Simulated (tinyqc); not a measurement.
# From isotopically pure to strongly disordered

Model: Debye-Callaway model of lattice thermal conductivity. Computed by tinyqc, a small Python program. Command: `OMP_NUM_THREADS=1 python tinyqc.py 3027974 3027975 out.jsonl callaway sweep`. One thread of a shared host (Intel(R) Xeon(R) Processor @ 2.30GHz), about 0.03 s of CPU time with the checks.

Three acoustic branches with one velocity v, cut at omega_D = k_B Theta/hbar; x = hbar omega/(k_B T). v and Theta are separate inputs: Theta cuts off the heat-carrying modes, so C need not reach 3 k_B/V. gamma is an effective value that sets the umklapp rate.

Inputs (values chosen for the exercise, modelled on germanium):
```
quantity                              value        unit
sound velocity v                       3920         m/s
Debye temperature Theta                 362           K
volume per atom V                      22.6  angstrom^3
mean atomic mass M                    72.63           u
effective Grueneisen parameter gamma      2           -
umklapp exponent divisor b                3           -
Casimir length L                        410  micrometre
temperature T                            20           K
```

Sample: crystal. Point defects: isotopes. Normal processes: left out.

Constants: k_B = 1.380649e-23 J/K; hbar = 1.054571817e-34 J s; u = 1.6605390666e-27 kg.

Method:
- Gamma is given directly by the isotope mixture. A = V Gamma/(4 pi v^3).
- Rates: point defects A omega^4; umklapp B omega^2 T exp(-Theta/(b T)) with B = hbar gamma^2/(M v^2 Theta). Boundaries: v/L.
- kappa_1 = c int tau_C g dx, g = x^4 e^x/(e^x - 1)^2, c = (k_B/(2 pi^2 v)) (k_B T/hbar)^3, over 0 < x < min(Theta/T, 40), by 96 Gauss-Legendre points in s with x = x_max s^2; tau_C = tau_R, the inverse of the summed rates, and kappa = kappa_1.
- Heat capacity C = 3 c int g dx / v^2; grey free path 3 kappa/(C v); the median free path v tau_C halves kappa_1 when the quadrature points are ordered by free path (each counted at half its weight, interpolated in the logarithm); likewise at 10 % and 90 %.

One run for each value:
```
mass variance Gamma  kappa (W/(m K))  median free path (nm)  grey free path (nm)
1.00e-07                        5898              3.076e+05            2.779e+05
5.00e-07                        5767              3.064e+05            2.717e+05
2.00e-06                        5391              3.019e+05            2.540e+05
1.00e-05                        4360              2.843e+05            2.054e+05
5.00e-05                        2837              2.466e+05            1.337e+05
3.00e-04                        1354              1.912e+05            6.377e+04
1.00e-03                         726              1.559e+05            3.422e+04
6.00e-03                         252              1.141e+05            1.188e+04
3.00e-02                          89              8.855e+04            4.186e+03
```

Over the rows, kappa (W/(m K)) falls from 5900 to 88.9 (exponent d ln y / d ln x -0.014 between the first rows and -0.65 between the last); median free path (nm) falls from 308000 to 88600 (exponent d ln y / d ln x -0.0024 between the first rows and -0.16 between the last); grey free path (nm) falls from 278000 to 4190 (exponent d ln y / d ln x -0.014 between the first rows and -0.65 between the last). At the low end the exponent of kappa is -0.01, close to 0: so few defects do not matter. Rayleigh scattering grows as omega^4, so it removes the short waves first and leaves the heat to longer ones; each further decade of defects therefore costs less than a decade of kappa (steepest exponent here -0.65).
